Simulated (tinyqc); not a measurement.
## In-plane mass from two subband densities

Inverse problem. At zero temperature each occupied subband holds N_k = D (EF - E_k), D = md m0 q/(pi hbar^2) per eV. Two subbands are occupied. Find md, EF - E1 and EF - E2.

Constants: q = 1.602176634e-19 C, hbar = 1.054571817e-34 J s, m0 = 9.1093837015e-31 kg. Results are converted to the units shown.

N1, N2 (cm^-2): [1.7939242e12, 1.4e11]
E2 - E1 = 57.8 meV

Solution. N1 - N2 = D (E2 - E1) gives D and so md; each N_k/D is a distance to EF.

md = 0.0685 m0
EF - E1 = 62.7 meV
EF - E2 = 4.89 meV

Computed by the program tinyqc: `OMP_NUM_THREADS=1 python tinyqc.py 2140112 2140113 out.jsonl`, one thread of a shared Intel Xeon 2.30GHz, about 0.2 s for the whole run.
